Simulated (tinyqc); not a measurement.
Worked calculation: UHF in the sto-3g basis, for H3, spin multiplicity 2. Computed by tinyqc, a small Python program that keeps every step (integrals from PySCF). Settings: charge = 0, multiplicity = 2, basis = sto-3g, energy threshold = 1e-09, iteration cap = 69, orthogonalisation = symmetric, start = random, DIIS depth = 8, method = UHF. Command: `OMP_NUM_THREADS=1 python tinyqc.py 20940 20941 out.jsonl` (the two numbers bound the seeds that draw the settings). One thread of a shared host (Intel(R) Xeon(R) Processor @ 2.60GHz), about 0.1 s of CPU time with the checks.

Geometry (angstrom):
```
atom        x        y         z
H     0.00000  0.00000   0.00000
H     0.00000  0.00000   1.39900
H     0.00000  0.00000  -1.39900
```

Stop when the energy changes by less than 1e-09 hartree and every element of the error matrix X^T (F D S - S D F) X (for each spin) is below 9e-06.

Course of the cycle:
```
iteration  E (hartree)     change  largest element of the error matrix
1           -0.9638443          -                             2.04e-01
2           -1.1580209  -1.94e-01                             1.75e-01
3           -1.3448884  -1.87e-01                             8.07e-02
4           -1.4258717  -8.10e-02                             5.82e-02
5           -1.4470445  -2.12e-02                             4.05e-02
6           -1.4588985  -1.19e-02                             1.88e-02
7           -1.4615720  -2.67e-03                             1.75e-03
8           -1.4615871  -1.51e-05                             2.63e-04
9           -1.4615873  -2.01e-07                             8.64e-05
10          -1.4615872   1.00e-07                             1.55e-04
11          -1.4615873  -1.03e-07                             9.12e-05
12          -1.4615874  -5.14e-08                             2.66e-06
13          -1.4615874  -4.29e-11                             1.37e-07
```

Can the last value be used, and what does the course show?

Yes. Converged in 13 iterations. PySCF UHF in the same basis, after a stability check = -1.4615874 hartree.
